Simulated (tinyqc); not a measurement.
Three-level Kane dispersion of a narrow-gap semiconductor, step by step. Values are carried at full precision from step to step, so a last printed digit may differ when a step is redone from the rounded ones.

Zero of energy at Gamma8, c = hbar^2/2m0, P^2 = Ep c. The free-electron term and remote bands are left out, so the heavy holes are flat at E = 0 and the other three bands obey E (E - Eg)(E + Dso) = P^2 k^2 (E + 2 Dso/3). The conduction band is the highest root; its edge is Ec = max(Eg, 0).

Constants: hbar^2/2m0 = 3.80998211 eV angstrom^2; hbar = 6.58211957e-16 eV s; e^2/(4 pi eps0) = 14.39964547 eV angstrom; muB = 5.788381798e-05 eV/T.

Values chosen for the exercise (a narrow-gap II-VI alloy; the results hold for these values, not for the real material):
```
symbol  value    unit        meaning
Eg      0.272    eV          E(Gamma6) - E(Gamma8)
Dso     0.95     eV          spin-orbit splitting
Ep      18.5     eV          Kane energy
k       0.037    1/angstrom  wave vector
n       2.6e+16  cm^-3       electron density
eps     13                   high-frequency dielectric constant
B       1.7      T           magnetic field
```

## The three bands at one k

Expand the equation into E^3 + a2 E^2 + a1 E + a0 = 0 and give its roots; compare with the two-level form (Dso to infinity) E = Eg/2 +/- sqrt(Eg^2/4 + (2/3) P^2 k^2).

P^2 k^2 = 0.096494 eV^2

a2, a1, a0: [0.678000, -0.354894, -0.061113]

roots (eV): [-0.9772, -0.1418, 0.4410]

two-level form (eV): [-0.1518, 0.4238]

The two-level form misses the highest root by -17.2 meV. The order is normal: Gamma6 forms the conduction band.

## Mass at the edge and limiting velocity

m0* = Eg (Eg + Dso)/(Ep (Eg + 2 Dso/3)). In the two-level form the velocity tends to v = sqrt(2/3) P/hbar, and |Eg| = 2 m v^2 with m = 3 |Eg|/(2 Ep), as for a relativistic particle. 1 angstrom = 1e-10 m.

m0* = 0.01985 m0
P = 8.3955 eV angstrom
v = 1.041e+06 m/s
k at which the linear part sets in, |Eg|/(2 hbar v) = 0.01984 1/angstrom

## Fermi level and mass at a given density

Degenerate electrons at T = 0: kF = (3 pi^2 n)^(1/3), 1 cm^-3 = 1e-24 angstrom^-3; EF is the highest root at kF. The momentum (cyclotron, optical) mass is m(E) = hbar^2 k/(dE/dk) = c d(k^2)/dE with d(k^2)/dE = k^2 [1/E + 1/(E - Eg) + 1/(E + Dso) - 1/(E + 2 Dso/3)]; the density of states is k d(k^2)/dE/(2 pi^2).

Edge mass m0* = Eg (Eg + Dso)/(Ep (Eg + 2 Dso/3)).

Compare EF - Ec with the parabolic value c kF^2/m0*.

kF = 0.00916 1/angstrom
EF - Ec = 0.0153 eV
parabolic value = 0.0161 eV
m(EF) = 0.02190 m0
m(EF)/m0* = 1.103
density of states at EF = 2.669e+18 1/(eV cm^3)

The parabola overstates EF - Ec by a factor of 1.05; (EF - Ec)/|Eg| = 0.06, and the two-level rule 1 + 2 (EF - Ec)/|Eg| = 1.113 estimates the mass ratio.

## Plasma and cyclotron energies

hbar wp = sqrt(8 pi c (e^2/4 pi eps0) n/(eps m)), hbar wc = 2 muB B/m (classical limit), with m = m(EF) and, for comparison, the edge mass; n in angstrom^-3.

hbar wp with m(EF), with m0* (meV): [11.22, 11.79]

hbar wc with m(EF), with m0* (meV): [8.99, 9.92]

hbar wc is not small against EF - Ec = 15.3 meV, so fewer than ten Landau levels are filled and the classical value is only a guide.

## Checks

- Roots of the cubic against the 8 x 8 Kane matrix without remote terms: they agree to 1e-10 or better.
- m(E) near the edge against m0*: both 0.01985.

Run: tinyqc, `OMP_NUM_THREADS=1 python tinyqc.py 1080342 1080343 out.jsonl`; Intel(R) Xeon(R) Processor @ 2.30GHz, one thread, shared host; about 0.01 s of CPU time with all checks.
